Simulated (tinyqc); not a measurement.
Finnis-Sinclair potential for a bcc metal: fit to cohesion and elasticity, then vacancy, surfaces and structure: one step, computed by the program tinyqc. Command: `OMP_NUM_THREADS=1 python tinyqc.py 3110565 3110566 out.jsonl fsfit walk`. One thread of a shared host (Intel(R) Xeon(R) Processor @ 2.30GHz), about 0.01 s of CPU time with the checks.

E = (1/2) sum V(r) - A sqrt(rho), rho = sum phi(r), phi = (r - d)^2 for r < d, V = (r - c)^2 (c0 + c1 r + c2 r^2) for r < c. In bcc the 8 first neighbours lie at sqrt(3) a/2 and the 6 second at a; both cut-offs lie below the third shell; Omega = a^3/2; E is per atom and z the number of atoms in a shell. The four constants A, c0, c1, c2 are fitted to E_c, zero pressure, B and C12 - C44 alone, so C44 and C11 - C12 are not matched singly; defects are unrelaxed.

Problem. Density sums and the constant A. rho = sum z phi, rho1 = sum z r phi', rho2 = sum z r^2 phi''. At zero pressure the effective pair part V + 2 F' phi obeys C12 = C44, so C12 - C44 = F'' (rho1/3)^2/Omega with F'' = A/(4 rho^(3/2)); this gives A.

Inputs (values chosen for the exercise, modelled on molybdenum): lattice constant a = 3.147 angstrom; target C12 = 159 GPa; target C44 = 106 GPa; density cut-off d/a = 1.314.

Constants: 1 eV/angstrom^3 = 160.2176634 GPa.

Give: rho; rho1; rho2; A.

Solution.

rho = 21.76 angstrom^2

rho1 = -98.79 angstrom^2

rho2 = 237.7 angstrom^2

A = 1.930 eV/angstrom
